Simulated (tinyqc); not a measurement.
The pair band in time: hydrogenic impurity: series, fields, screening, photoionisation and donor-acceptor pairs. Computed by tinyqc, a small Python program. Command: `OMP_NUM_THREADS=1 python tinyqc.py 3022473 3022474 out.jsonl hydrogenic walk`. One thread of a shared host (Intel(R) Xeon(R) Processor @ 2.30GHz), about 0.01 s of CPU time with the checks.

One isotropic, parabolic band. Effective units: Ry* and a*, in which H = -nabla^2 - 2/r.

Inputs (values chosen for the exercise, for a model semiconductor):

| quantity | value | unit |
|---|---|---|
| electron mass m | 0.496 | m_0 |
| dielectric constant eps | 11.5 | - |
| donor density N | 4.4e+17 | cm^-3 |
| gap E_g | 2.21 | eV |
| acceptor depth E_A | 102 | meV |
| rate prefactor W_0 | 3.9e+06 | 1/s |

Parts treated: screening and pairs.

Constants: Ry = 13.605693123 eV; a_0 = 0.529177210903 angstrom; h x 1 THz = 4.135667696 meV; e^2/(4 pi eps_0) = 14.39964548 eV angstrom.

Method:
- Ry* = Ry m/eps^2, a* = a_0 eps/m; level n is bound by Ry*/n^2; <r> = (3/2) a* in 1s; lines 1s -> np at Ry* (1 - 1/n^2); 1 THz = 4.135667696 meV.
- Wigner-Seitz radius r_s = (3/(4 pi N))^(1/3); Mott criterion N_c^(1/3) a* = 0.26; overlap of two 1s orbitals at distance d: S = exp(-x)(1 + x + x^2/3), x = d/a*, with d = N^(-1/3).
- No-phonon line h nu(r) = E_g - Ry* - E_A + e^2/(4 pi eps_0 eps r); rate W(r) = W_0 exp(-2 r/a*), the donor being the shallower centre; lifetime 1/W; zero field.
- At delay t after a pulse the emission comes mostly from pairs with W(r) t = 1, so r = (a*/2) ln(W_0 t).

a* = 12.2692 angstrom

Ry* = 51.0278 meV

r_s = 81.5617 angstrom

Dominant pairs:

| delay (s) | r (angstrom) | Coulomb term (meV) | photon energy (eV) |
|---|---|---|---|
| 1.00e-04 | 36.60 | 34.212 | 2.0912 |
| 1.00e-03 | 50.73 | 24.685 | 2.0817 |
| 1.00e-02 | 64.85 | 19.308 | 2.0763 |
| 1.00e-01 | 78.98 | 15.855 | 2.0728 |
| 1.00e+00 | 93.10 | 13.449 | 2.0704 |
| 1.00e+01 | 107.23 | 11.677 | 2.0686 |
| 1.00e+02 | 121.35 | 10.318 | 2.0673 |

What follows from these numbers?

Over six decades of delay the band moves down by 23.89 meV, since close pairs, which emit at higher energy, decay first; the shift per decade shrinks from 9.53 to 1.36 meV.
